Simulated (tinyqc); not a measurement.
Inputs raised by 2 %, one at a time: donor in an ellipsoidal valley (Kohn-Luttinger variational method). Computed by tinyqc, a small Python program. Command: `OMP_NUM_THREADS=1 python tinyqc.py 3006574 3006575 out.jsonl kohnlutt sens`. One thread of a shared host (Intel(R) Xeon(R) Processor @ 2.30GHz), about 0.09 s of CPU time with the checks.

H = -(d^2/dx^2 + d^2/dy^2) - gamma d^2/dz^2 - 2/r in units built on m_t, with gamma = m_t/m_l and z along the valley axis. One valley; no valley-orbit or central-cell term.

Inputs (values chosen for the exercise, for a model semiconductor): transverse mass m_t = 0.116 m_0; longitudinal mass m_l = 0.277 m_0; dielectric constant eps = 16.

Constants: Ry = 13.605693123 eV; a_0 = 0.529177210903 angstrom.

Method:
- Ry* = Ry m_t/eps^2, a* = a_0 eps/m_t, gamma = m_t/m_l.
- Trial function exp(-sqrt((x^2 + y^2)/a^2 + z^2/b^2)) with beta = b/a < 1: E = t/a^2 - u/a, t = (2 + gamma/beta^2)/3, u = 2 arcsin(sqrt(1 - beta^2))/sqrt(1 - beta^2); the best a is 2 t/u and E(beta) = -u^2/(4 t).
- Golden-section search on beta from 0.05 to 0.999, 60 steps.
- Gaussian basis: g = P exp(-al (x^2 + y^2) - be z^2) with P = 1 (s-like), z (2p0) or x (2p+-); al = 0.004 x 2.6^k, k = 0..11, and be/al = 1, gamma^(-1/2) or 1/gamma (36 functions); 1/r = (2/sqrt(pi)) int exp(-t^2 r^2) dt by 48 Gauss-Legendre points after t = sqrt(al_i + al_j) tan(theta); overlap eigenvalues below 1e-10 are dropped.

Runs; columns: (1) input moved; (2) from; (3) to; (4) 1s binding energy, trial function (meV); (5) 2p0 binding energy (meV); (6) radius a of the 1s trial function (angstrom); (7) radius b of the 1s trial function (angstrom):
```
(1)                            (2)      (3)     (4)     (5)     (6)     (7)
base run                         -        -  8.0480  2.5142  61.456  45.136
transverse mass m_t (m_0)    0.116  0.11832  8.1635  2.5379  60.468  44.722
longitudinal mass m_l (m_0)  0.277  0.28254  8.0926  2.5404  61.236  44.663
dielectric constant eps         16    16.32  7.7355  2.4165  62.685  46.039
```

Exponents ln(y'/y) / ln(x'/x); columns: (1) input; (2) 1s binding energy, trial function; (3) 2p0 binding energy; (4) radius a of the 1s trial function; (5) radius b of the 1s trial function:
```
(1)                         (2)     (3)     (4)     (5)
transverse mass m_t       0.720   0.475  -0.818  -0.466
longitudinal mass m_l     0.279   0.523  -0.181  -0.533
dielectric constant eps  -2.000  -2.000   1.000   1.000
```

Which inputs matter most for each result?

Among the inputs moved here: 1s binding energy, trial function answers most in size to dielectric constant eps (exponent -2.000), next to transverse mass m_t (+0.720). Its exponent -2.000 in dielectric constant eps: energies scale as 1/eps^2 and lengths as eps. 2p0 binding energy answers most in size to dielectric constant eps (exponent -2.000), next to longitudinal mass m_l (+0.523). Its exponent -2.000 in dielectric constant eps: energies scale as 1/eps^2 and lengths as eps. Radius a of the 1s trial function answers most in size to dielectric constant eps (exponent +1.000), next to transverse mass m_t (-0.818). Its exponent +1.000 in dielectric constant eps: energies scale as 1/eps^2 and lengths as eps. Radius b of the 1s trial function answers most in size to dielectric constant eps (exponent +1.000), next to longitudinal mass m_l (-0.533). Its exponent +1.000 in dielectric constant eps: energies scale as 1/eps^2 and lengths as eps.
